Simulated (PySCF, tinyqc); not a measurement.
Inside a calculation. Method: CCSD on RHF in the sto-3g basis, for H3+, spin multiplicity 1. The lowest restricted solution is unstable here: a spin-polarised one lies 0.0048 hartree lower (PySCF). One step of it, computed by the program tinyqc.

Problem. Orthogonalisation. S = U s U^T; symmetric (Loewdin) form X = U s^(-1/2) U^T, so that X^T S X = 1.

overlap S:
```
          1H 1s     2H 1s     3H 1s
1H 1s  1.000000  0.409599  0.409599
2H 1s  0.409599  1.000000  0.069865
3H 1s  0.409599  0.069865  1.000000
```

Give: eigenvalues of S; X.

Solution.

eigenvalues of S: 0.4546  0.9301  1.6152

X:
```
         1H 1s    2H 1s    3H 1s
1H 1s   1.1559  -0.2457  -0.2457
2H 1s  -0.2457   1.0754   0.0386
3H 1s  -0.2457   0.0386   1.0754
```
